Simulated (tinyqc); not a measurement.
Threshold spread from leakage statistics.

Inverse problem. VT is Gaussian with standard deviation s and Ioff goes as exp(-VT/(n Vt)), so Ioff is log-normal: mean/median = exp(w^2/2) with w = s/(n Vt). Find w, s, the relative standard deviation sqrt(exp(w^2) - 1) and the share of devices that leak more than the mean, erfc(w/(2 sqrt(2)))/2.

Inputs (values chosen for the exercise): temperature T = 300 K; subthreshold factor n = 1.43.

Constants: q = 1.602176634e-19 C, kB = 1.380649e-23 J/K, Vt = kB T/q. Results are converted to the units shown.

mean/median of the off current = 1.9488218

Solution. w = sqrt(2 ln(mean/median)); the mean lies w/2 standard deviations out in ln Ioff.

w = 1.155
s = 42.71 mV
relative standard deviation = 1.673
share above the mean = 28.18 %

Numbers from tinyqc (`OMP_NUM_THREADS=1 python tinyqc.py 2090075 2090076 out.jsonl`; about 0.01 s on one thread of a shared Intel Xeon 2.30GHz).
